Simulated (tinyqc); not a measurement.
Inside a calculation (part 2 of 2). Method: UHF in the 6-31g basis, for H4+, spin multiplicity 2. Computed by tinyqc, a small Python program that keeps every step (integrals from PySCF). Command: `OMP_NUM_THREADS=1 python tinyqc.py 27077 27078 out.jsonl` (the two numbers bound the seeds that draw the settings). One thread of a shared host (Intel(R) Xeon(R) Processor @ 2.60GHz), about 0.2 s of CPU time with the checks.

Geometry (angstrom):
```
atom,x,y,z
H,0.00000,0.00000,0.00000
H,0.00000,0.00000,1.56500
H,0.00000,0.00000,3.41900
H,0.00000,0.00000,4.98400
```

## Iteration 2: building the Fock matrix

D(alpha) after iteration 1, lower triangle:
```
,1H 1s,1H 2s,2H 1s,2H 2s,3H 1s,3H 2s,4H 1s,4H 2s
1H 1s,0.07040
1H 2s,0.08863,0.11158
2H 1s,0.07414,0.09327,0.08210
2H 2s,0.12109,0.15239,0.13013,0.20996
3H 1s,-0.00422,-0.00559,0.01372,0.00455,0.08210
3H 2s,-0.02282,-0.02916,0.00455,-0.02067,0.13013,0.20996
4H 1s,-0.01938,-0.02465,-0.00422,-0.02282,0.07414,0.12109,0.07040
4H 2s,-0.02465,-0.03135,-0.00559,-0.02916,0.09327,0.15239,0.08863,0.11158
```

D(beta) after iteration 1, lower triangle:
```
,1H 1s,1H 2s,2H 1s,2H 2s,3H 1s,3H 2s,4H 1s,4H 2s
1H 1s,0.02510
1H 2s,0.03434,0.04698
2H 1s,0.02698,0.03691,0.02899
2H 2s,0.05223,0.07145,0.05613,0.10866
3H 1s,0.02698,0.03691,0.02899,0.05613,0.02899
3H 2s,0.05223,0.07145,0.05613,0.10866,0.05613,0.10866
4H 1s,0.02510,0.03434,0.02698,0.05223,0.02698,0.05223,0.02510
4H 2s,0.03434,0.04698,0.03691,0.07145,0.03691,0.07145,0.03434,0.04698
```

core Hamiltonian H = T + V (hartree), lower triangle:
```
,1H 1s,1H 2s,2H 1s,2H 2s,3H 1s,3H 2s,4H 1s,4H 2s
1H 1s,-0.85664
1H 2s,-0.87691,-0.99209
2H 1s,-0.11571,-0.36253,-1.03588
2H 2s,-0.34017,-0.60917,-0.99491,-1.16994
3H 1s,-0.00001,-0.00745,-0.04381,-0.23879,-1.03588
3H 2s,-0.00749,-0.05908,-0.23879,-0.48389,-0.99491,-1.16994
4H 1s,0.00000,-0.00003,-0.00001,-0.00749,-0.11571,-0.34017,-0.85664
4H 2s,-0.00003,-0.00180,-0.00745,-0.05908,-0.36253,-0.60917,-0.87691,-0.99209
```

nuclear repulsion = 1.3774155 hartree

Given earlier and not repeated: Two-electron integrals (ij|kl) in chemists' order.

J_ij = sum D_kl (ij|kl) with D = D(alpha) + D(beta), K_ij = sum D_kl (ik|jl) for each spin; F = H + J - K(s); E = tr D H + tr D J / 2 - 0.5 sum_s tr D(s) K(s) + E_nn.

Coulomb J (hartree), lower triangle:
```
,1H 1s,1H 2s,2H 1s,2H 2s,3H 1s,3H 2s,4H 1s,4H 2s
1H 1s,0.97503
1H 2s,0.60308,0.79927
2H 1s,0.04747,0.23621,1.22916
2H 2s,0.20462,0.45865,0.75713,0.99144
3H 1s,0.00000,0.00314,0.01526,0.14950,1.22916
3H 2s,0.00294,0.03437,0.14950,0.37153,0.75713,0.99144
4H 1s,0.00000,0.00001,0.00000,0.00294,0.04747,0.20462,0.97503
4H 2s,0.00001,0.00078,0.00314,0.03437,0.23621,0.45865,0.60308,0.79927
```

exchange K(alpha) (hartree), lower triangle:
```
,1H 1s,1H 2s,2H 1s,2H 2s,3H 1s,3H 2s,4H 1s,4H 2s
1H 1s,0.30261
1H 2s,0.27386,0.29697
2H 1s,0.14238,0.21542,0.38394
2H 2s,0.19871,0.26620,0.34356,0.37051
3H 1s,-0.00040,0.00578,0.03037,0.08482,0.38394
3H 2s,0.01891,0.03642,0.08482,0.13945,0.34356,0.37051
4H 1s,-0.00891,-0.00962,-0.00040,0.01891,0.14238,0.19871,0.30261
4H 2s,-0.00962,-0.00909,0.00578,0.03642,0.21542,0.26620,0.27386,0.29697
```

exchange K(beta) (hartree), lower triangle:
```
,1H 1s,1H 2s,2H 1s,2H 2s,3H 1s,3H 2s,4H 1s,4H 2s
1H 1s,0.12184
1H 2s,0.11467,0.13070
2H 1s,0.06611,0.10525,0.19489
2H 2s,0.09864,0.14104,0.19499,0.23434
3H 1s,0.02917,0.04626,0.06838,0.11067,0.19489
3H 2s,0.04671,0.07389,0.11067,0.16224,0.19499,0.23434
4H 1s,0.01567,0.02372,0.02917,0.04671,0.06611,0.09864,0.12184
4H 2s,0.02372,0.03625,0.04626,0.07389,0.10525,0.14104,0.11467,0.13070
```

F(alpha) (hartree), lower triangle:
```
,1H 1s,1H 2s,2H 1s,2H 2s,3H 1s,3H 2s,4H 1s,4H 2s
1H 1s,-0.18422
1H 2s,-0.54770,-0.48978
2H 1s,-0.21061,-0.34174,-0.19067
2H 2s,-0.33426,-0.41672,-0.58134,-0.54901
3H 1s,0.00039,-0.01009,-0.05893,-0.17411,-0.19067
3H 2s,-0.02346,-0.06114,-0.17411,-0.25181,-0.58134,-0.54901
4H 1s,0.00891,0.00960,0.00039,-0.02346,-0.21061,-0.33426,-0.18422
4H 2s,0.00960,0.00808,-0.01009,-0.06114,-0.34174,-0.41672,-0.54770,-0.48978
```

F(beta) (hartree), lower triangle:
```
,1H 1s,1H 2s,2H 1s,2H 2s,3H 1s,3H 2s,4H 1s,4H 2s
1H 1s,-0.00345
1H 2s,-0.38850,-0.32352
2H 1s,-0.13435,-0.23157,-0.00162
2H 2s,-0.23419,-0.29156,-0.43277,-0.41284
3H 1s,-0.02918,-0.05057,-0.09694,-0.19996,-0.00162
3H 2s,-0.05125,-0.09860,-0.19996,-0.27459,-0.43277,-0.41284
4H 1s,-0.01567,-0.02374,-0.02918,-0.05125,-0.13435,-0.23419,-0.00345
4H 2s,-0.02374,-0.03726,-0.05057,-0.09860,-0.23157,-0.29156,-0.38850,-0.32352
```

total energy of this density = -1.5763333 hartree

## Iteration 2: DIIS over 2 matrices

error matrix X^T (FDS - SDF) X (alpha):
```
,1,2,3,4,5,6,7,8
1,0.00000,0.00212,-0.00584,-0.00522,-0.00140,-0.00242,0.00000,-0.00233
2,-0.00212,0.00000,-0.00983,-0.00947,0.00023,-0.00053,0.00233,0.00000
3,0.00584,0.00983,0.00000,0.00316,0.00000,0.00056,0.00140,-0.00023
4,0.00522,0.00947,-0.00316,0.00000,-0.00056,0.00000,0.00242,0.00053
5,0.00140,-0.00023,0.00000,0.00056,0.00000,0.00316,0.00584,0.00983
6,0.00242,0.00053,-0.00056,0.00000,-0.00316,0.00000,0.00522,0.00947
7,0.00000,-0.00233,-0.00140,-0.00242,-0.00584,-0.00522,0.00000,0.00212
8,0.00233,0.00000,0.00023,-0.00053,-0.00983,-0.00947,-0.00212,0.00000
```

B (overlaps of the stored error matrices):
```
,1,2
1,1.5253050e-01,2.1365538e-03
2,2.1365538e-03,3.3898295e-03
```

Minimise |sum c_i e_i|^2 with sum c_i = 1: solve [B -1; -1 0][c; lambda] = [0; -1] with B_ij = tr e_i^T e_j summed over both spins, and take F = sum c_i F_i.

DIIS coefficients: 0.00826  0.99174

extrapolated F(alpha) (hartree), lower triangle:
```
,1H 1s,1H 2s,2H 1s,2H 2s,3H 1s,3H 2s,4H 1s,4H 2s
1H 1s,-0.18412
1H 2s,-0.54721,-0.48925
2H 1s,-0.21041,-0.34154,-0.19010
2H 2s,-0.33388,-0.41628,-0.58121,-0.54851
3H 1s,0.00045,-0.01001,-0.05888,-0.17404,-0.19010
3H 2s,-0.02337,-0.06103,-0.17404,-0.25154,-0.58121,-0.54851
4H 1s,0.00891,0.00960,0.00045,-0.02337,-0.21041,-0.33388,-0.18412
4H 2s,0.00960,0.00810,-0.01001,-0.06103,-0.34154,-0.41628,-0.54721,-0.48925
```

extrapolated F(beta) (hartree), lower triangle:
```
,1H 1s,1H 2s,2H 1s,2H 2s,3H 1s,3H 2s,4H 1s,4H 2s
1H 1s,-0.00403
1H 2s,-0.38854,-0.32342
2H 1s,-0.13418,-0.23128,-0.00032
2H 2s,-0.23398,-0.29118,-0.43220,-0.41207
3H 1s,-0.02911,-0.05054,-0.09723,-0.20008,-0.00032
3H 2s,-0.05111,-0.09846,-0.20008,-0.27436,-0.43220,-0.41207
4H 1s,-0.01558,-0.02363,-0.02911,-0.05111,-0.13418,-0.23398,-0.00403
4H 2s,-0.02363,-0.03712,-0.05054,-0.09846,-0.23128,-0.29118,-0.38854,-0.32342
```

## Iteration 2: diagonalisation and new density

X, lower triangle:
```
,1H 1s,1H 2s,2H 1s,2H 2s,3H 1s,3H 2s,4H 1s,4H 2s
1H 1s,1.25484
1H 2s,-0.50170,1.42406
2H 1s,0.02243,0.05265,1.26955
2H 2s,0.04279,-0.42471,-0.54532,1.57421
3H 1s,0.00299,-0.02900,-0.00025,0.08303,1.26955
3H 2s,-0.01371,0.13456,0.08303,-0.41575,-0.54532,1.57421
4H 1s,-0.00118,0.00604,0.00299,-0.01371,0.02243,0.04279,1.25484
4H 2s,0.00604,-0.04774,-0.02900,0.13456,0.05265,-0.42471,-0.50170,1.42406
```

Diagonalise F' = X^T F X, C = X C', fill 2 alpha and 1 beta electrons from the bottom; D(s) = C_occ C_occ^T. Each column has its largest component positive (the first on a tie).

F' = X^T F X (alpha) (hartree), lower triangle:
```
,1,2,3,4,5,6,7,8
1,0.25196
2,-0.58020,-0.01140
3,-0.04382,-0.10237,0.28899
4,-0.11483,-0.20290,-0.63834,0.01544
5,0.00224,-0.00660,0.00837,-0.00709,0.28899
6,0.00897,0.03314,-0.00709,-0.15685,-0.63834,0.01544
7,0.00382,0.00487,0.00224,0.00897,-0.04382,-0.11483,0.25196
8,0.00487,-0.00620,-0.00660,0.03314,-0.10237,-0.20290,-0.58020,-0.01140
```

orbital energies (alpha) (hartree): MO1 -0.77455, MO2 -0.71162, MO3 -0.30312, MO4 -0.18320, MO5 0.70716, MO6 0.72062, MO7 0.76464, MO8 0.87006

coefficients C (alpha):
```
,MO1,MO2,MO3,MO4,MO5,MO6,MO7,MO8
1H 1s,0.16769,0.21248,0.22431,-0.19401,-0.87333,0.90846,0.26131,0.10673
1H 2s,0.21886,0.28438,0.50826,-0.51091,0.89149,-0.89917,-0.10658,-0.47045
2H 1s,0.21103,0.17756,-0.15236,0.23699,0.24428,0.10572,0.88634,-0.95303
2H 2s,0.29570,0.32372,-0.38599,0.64769,-0.35984,0.15608,-0.67415,1.33668
3H 1s,0.21103,-0.17756,-0.15236,-0.23699,0.24428,-0.10572,0.88634,0.95303
3H 2s,0.29570,-0.32372,-0.38599,-0.64769,-0.35984,-0.15608,-0.67415,-1.33668
4H 1s,0.16769,-0.21248,0.22431,0.19401,-0.87333,-0.90846,0.26131,-0.10673
4H 2s,0.21886,-0.28438,0.50826,0.51091,0.89149,0.89917,-0.10658,0.47045
```

F' = X^T F X (beta) (hartree), lower triangle:
```
,1,2,3,4,5,6,7,8
1,0.38544
2,-0.50904,0.06287
3,-0.00922,-0.05547,0.43802
4,-0.07243,-0.15426,-0.56787,0.07927
5,-0.01138,-0.02332,-0.01281,-0.03165,0.43802
6,-0.01162,0.00817,-0.03165,-0.19601,-0.56787,0.07927
7,-0.00703,-0.00846,-0.01138,-0.01162,-0.00922,-0.07243,0.38544
8,-0.00846,-0.02278,-0.02332,0.00817,-0.05547,-0.15426,-0.50904,0.06287
```

orbital energies (beta) (hartree): MO1 -0.62059, MO2 -0.38947, MO3 -0.21972, MO4 -0.08474, MO5 0.75079, MO6 0.76368, MO7 0.81649, MO8 0.91476

coefficients C (beta):
```
,MO1,MO2,MO3,MO4,MO5,MO6,MO7,MO8
1H 1s,0.13269,0.19630,0.20089,-0.14786,0.89414,0.92221,0.22798,0.09274
1H 2s,0.19051,0.36794,0.56053,-0.51144,-0.87018,-0.88312,-0.06816,-0.44143
2H 1s,0.18226,0.12790,-0.11457,0.21851,-0.21071,0.08994,0.90680,-0.96692
2H 2s,0.35226,0.26787,-0.38616,0.73575,0.31786,0.17695,-0.66795,1.30038
3H 1s,0.18226,-0.12790,-0.11457,-0.21851,-0.21071,-0.08994,0.90680,0.96692
3H 2s,0.35226,-0.26787,-0.38616,-0.73575,0.31786,-0.17695,-0.66795,-1.30038
4H 1s,0.13269,-0.19630,0.20089,0.14786,0.89414,-0.92221,0.22798,-0.09274
4H 2s,0.19051,-0.36794,0.56053,0.51144,-0.87018,0.88312,-0.06816,0.44143
```

D(alpha) after iteration 2, lower triangle:
```
,1H 1s,1H 2s,2H 1s,2H 2s,3H 1s,3H 2s,4H 1s,4H 2s
1H 1s,0.07327
1H 2s,0.09712,0.12877
2H 1s,0.07311,0.09668,0.07606
2H 2s,0.11837,0.15678,0.11988,0.19224
3H 1s,-0.00234,-0.00431,0.01301,0.00492,0.07606
3H 2s,-0.01920,-0.02734,0.00492,-0.01736,0.11988,0.19224
4H 1s,-0.01703,-0.02373,-0.00234,-0.01920,0.07311,0.11837,0.07327
4H 2s,-0.02373,-0.03297,-0.00431,-0.02734,0.09668,0.15678,0.09712,0.12877
```

D(beta) after iteration 2, lower triangle:
```
,1H 1s,1H 2s,2H 1s,2H 2s,3H 1s,3H 2s,4H 1s,4H 2s
1H 1s,0.01761
1H 2s,0.02528,0.03629
2H 1s,0.02418,0.03472,0.03322
2H 2s,0.04674,0.06711,0.06420,0.12409
3H 1s,0.02418,0.03472,0.03322,0.06420,0.03322
3H 2s,0.04674,0.06711,0.06420,0.12409,0.06420,0.12409
4H 1s,0.01761,0.02528,0.02418,0.04674,0.02418,0.04674,0.01761
4H 2s,0.02528,0.03629,0.03472,0.06711,0.03472,0.06711,0.02528,0.03629
```

## Convergence

Stop when the energy changes by less than 1e-09 hartree and every element of the error matrix X^T (F D S - S D F) X (for each spin) is below 9e-06.

Course of the cycle:
```
iteration,E (hartree),change,largest element of the error matrix
1,-1.4416071,-,8.74e-02
2,-1.5763333,-1.35e-01,1.14e-02
3,-1.5826749,-6.34e-03,1.07e-02
4,-1.5871823,-4.51e-03,1.10e-02
5,-1.5087193,7.85e-02,3.14e-02
6,-1.5229173,-1.42e-02,2.38e-02
7,-1.5231708,-2.54e-04,2.30e-02
8,-1.5769586,-5.38e-02,1.11e-02
9,-1.5736502,3.31e-03,1.06e-02
10,-1.5559962,1.77e-02,5.87e-03
11,-1.5571407,-1.14e-03,5.03e-03
12,-1.5433393,1.38e-02,1.00e-02
13,-1.5511761,-7.84e-03,5.75e-03
14,-1.5554578,-4.28e-03,5.43e-03
...,...,...,...
66,-1.5549299,1.97e-05,5.77e-03
67,-1.5548672,6.27e-05,5.79e-03
68,-1.5482648,6.60e-03,7.57e-03
69,-1.5564226,-8.16e-03,6.42e-03
70,-1.5549099,1.51e-03,6.60e-03
71,-1.5541840,7.26e-04,6.41e-03
72,-1.5543918,-2.08e-04,6.20e-03
73,-1.5517917,2.60e-03,6.56e-03
74,-1.5549975,-3.21e-03,6.11e-03
75,-1.5558321,-8.35e-04,5.88e-03
76,-1.5559602,-1.28e-04,5.87e-03
77,-1.5497798,6.18e-03,7.17e-03
78,-1.5542566,-4.48e-03,7.84e-03
79,-1.5704661,-1.62e-02,7.93e-03
```

PySCF UHF in the same basis, after a stability check = -1.6128935 hartree

Not converged within the cap of 79 iterations: the residual wanders without falling. Reruns (cap 100 unless said): damping 0.5: converged in 57; level shift 0.5: converged in 54; atomic densities as start, DIIS 8: converged in 12; the original settings with a cap of 400: not converged.
